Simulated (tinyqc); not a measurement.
Comparisons within one model: Franz-Keldysh effect at a direct gap. A value that a table varies takes the place of the one given here.

Parabolic bands, vertical transitions, no excitons. For each hole band j: mr = me mj/(me + mj); joint density of states J_j(E) = (mr/c)^(3/2) sqrt(E - Eg)/(2 pi^2), both spins, c = hbar^2/2m0; averaged matrix element |e.p|^2 = m0 Ep/6; alpha_j(E) = 4 pi^2 alpha_f c Ep J_j/(3 nr E) in 1/angstrom (alpha_f the fine-structure constant, listed as alpha among the constants), times 1e8 for 1/cm.

In a field Fd (1 kV/cm = 1e-5 V/angstrom) the electro-optic energy of band j is th = (c (e Fd)^2/mr)^(1/3), and sqrt(E - Eg) in J_j is replaced by pi sqrt(th) [Ai'(b)^2 - b Ai(b)^2] with b = (Eg - E)/th; Ai is the Airy function.

Constants: hbar^2/2m0 = 3.80998211 eV angstrom^2; fine-structure constant alpha = 0.007297352564.

Values chosen for the exercise (near those of InP; the results hold for these values, not for the real material): Eg = 1.31 eV (direct gap); me = 0.0815 m0 (electron mass); mhh = 0.573 m0 (heavy-hole mass); mlh = 0.0883 m0 (light-hole mass); Ep = 20.4 eV (Kane energy); nr = 3.41 (refractive index); Fd = 34 kV/cm (uniform field); det = 60 meV (detuning below the gap).

## Spectrum around the gap

Absorption (1/cm):
```
E - Eg (eV)  alpha(0)  alpha(F)  change
-0.0459             0     1.967       2
-0.0367             0     8.454       8
-0.0275             0     33.07      33
-0.0183             0     115.7     116
-0.0092             0     351.2     351
0.0000              0     927.0     927
0.0092           3012      2052    -960
0.0183           4219      3702    -517
0.0275           5136      5411     275
0.0367           5893      6392     499
0.0459           6546      6571      26
0.0550           7118      6867    -250
0.0734           8113      8212      99
0.0917           8950      9009      59
```

At the gap alpha(F) = 927 1/cm; 36.7 meV below it 8.45 1/cm remain, the tail falling as exp(-(4/3) b^(3/2)). Among the energies listed the largest rise is 927 1/cm at E - Eg = 0.0 meV and the largest fall -960 1/cm at 9.2 meV. It changes sign between 0.0 and 9.2 meV, between 18.3 and 27.5 meV, between 45.9 and 55.0 meV and between 55.0 and 73.4 meV; th is 18.3 meV for heavy holes and 21.8 meV for light holes.

## Tail absorption against field

At E = Eg - det; the field takes the values listed. The last column is the length for 10 dB of loss.

Results:
```
Fd (kV/cm)  th heavy (meV)  b heavy  alpha (1/cm)  length (micrometre)
10                    8.11    7.396      2.09e-08             1.10e+12
20                   12.88    4.659       0.00133             1.73e+07
40                   20.44    2.935         0.556             4.14e+04
60                   26.79    2.240          5.23             4.40e+03
100                  37.66    1.593          37.9                  608
150                  49.34    1.216           115                  200
250                  69.36    0.865           318                 72.5
400                  94.89    0.632           628                 36.7
```

alpha grows by 8.4 decades from 10 to 60 kV/cm and by a factor 1.98 over the last step, where the field grows by 1.6: the exponent (4/3) b^(3/2) goes as 1/Fd, so the gain is steep only while b > 1 (deep in the tail the light-hole pair, with its smaller b, carries most of it), that is up to 150 kV/cm of those listed. Values below about 10 1/cm lie under the Urbach and exciton tails of a real crystal, left out here.

## What moves the tail

At E = Eg - det. Each row changes one parameter from the base and keeps the others.

Results:
```
case             th heavy (meV)  alpha (1/cm)
base                     18.344        0.1808
Fd = 44.2 kV/cm          21.850         1.034
det = 70 meV             18.344       0.03014
me = 0.0937 m0           17.619        0.1498
mlh = 0.1148 m0          18.344        0.1503
Ep = 22.4 eV             18.344        0.1985
nr = 3.58                18.344        0.1722
```

The largest shifts from the base row, up to three for each result and ties (the steps differ in size, so this ranks the rows, not the parameters). th heavy (meV): Fd +3.506, me -0.725; unchanged at the printed digits by det, mlh, Ep and nr. alpha (1/cm): Fd +0.853, det -0.151, me -0.0310.

Program tinyqc; command `OMP_NUM_THREADS=1 python tinyqc.py 1680967 1680968 out.jsonl`; about 0.01 s on one thread of a shared Intel(R) Xeon(R) Processor @ 2.30GHz.
